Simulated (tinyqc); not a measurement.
Inside a calculation: gated graphene: carriers, quantum capacitance and optical conductivity. Values are carried at full precision from step to step, so a last printed digit may differ when a step is redone from the rounded ones.

Cones E = +/- hv |k|, four flavours, D(E) = 2|E|/(pi hv^2). n = (2/pi)(kT/hv)^2 F_1(mu/kT), p = (2/pi)(kT/hv)^2 F_1(-mu/kT), in 1/angstrom^2 (1e16 for 1/cm^2); F_1(eta) = integral_0^infinity x dx/(1 + exp(x - eta)). Cq/e^2 = d(n - p)/d mu = (2 kT/(pi hv^2)) ln(2 + 2 cosh(mu/kT)).

Gate: V = mu/e + e (n - p)/Cox with Cox/e^2 = k/(4 pi e2 t), t in angstrom, e2 = e^2/(4 pi eps0); 1/(eV angstrom^2) in C/e^2 equals 1602.176634 microfarad/cm^2; total 1/C = 1/Cox + 1/Cq.

Constants: kB = 8.617333262e-05 eV/K; e^2/(4 pi eps0) = 14.39964547 eV angstrom; fine-structure constant alpha = 0.007297352564.

Inputs chosen for the exercise (Fermi velocity near that of graphene, gate dielectric near SiO2; shifted at random, so the results belong to these values and not to a real crystal): hv = 6.24 eV angstrom (hbar vF); T = 400 K; k = 3.84 (dielectric constant of the gate layer); t = 10 nm (its thickness); V = 3.85 V (gate voltage from the neutrality point); E = 1.057 eV (photon energy); Gm = 10 meV (intraband damping).

## Chemical potential at the gate voltage

Solve the gate equation for mu.

Cox = 0.3400 microfarad/cm^2
mu = 0.2972 eV
n = 7.54e+12 1/cm^2
p = 3.50e+07 1/cm^2

mu takes 7.7 % of the gate voltage; the zero-temperature rule |mu| = hv sqrt(pi |n - p|) gives 0.3037 eV.

## Quantum capacitance

1/(eV angstrom^2) in C/e^2 equals 1602.176634 microfarad/cm^2; 1/C = 1/Cox + 1/Cq.

Cq = 7.785 microfarad/cm^2
C = 0.3258 microfarad/cm^2
Cq at mu = 0 = 1.252 microfarad/cm^2

C is 0.958 of Cox.

## Optical conductivity at one energy

Conductivity over sigma0 = e^2/(4 hbar): interband Re = sinh(E/2kT)/(cosh(mu/kT) + cosh(E/2kT)); intraband Re = (8 kT/pi) ln(2 cosh(mu/2kT)) Gm/(E^2 + Gm^2). A free sheet absorbs about pi alpha_f Re(sigma/sigma0), alpha_f the fine-structure constant (alpha among the constants).

Evaluate both parts and the absorption.

interband = 0.9988
intraband = 0.0034
absorption = 2.298 %

E is above 2|mu| = 0.5944 eV; at this temperature interband transitions are mostly open; the universal value is pi alpha_f = 2.293 %.

## Checks

- Cq/e^2 against the finite difference of n - p (1/(eV angstrom^2)): both 0.004859.

tinyqc: `OMP_NUM_THREADS=1 python tinyqc.py 1682733 1682734 out.jsonl`; about 0.01 s, one thread, shared Intel(R) Xeon(R) Processor @ 2.30GHz.
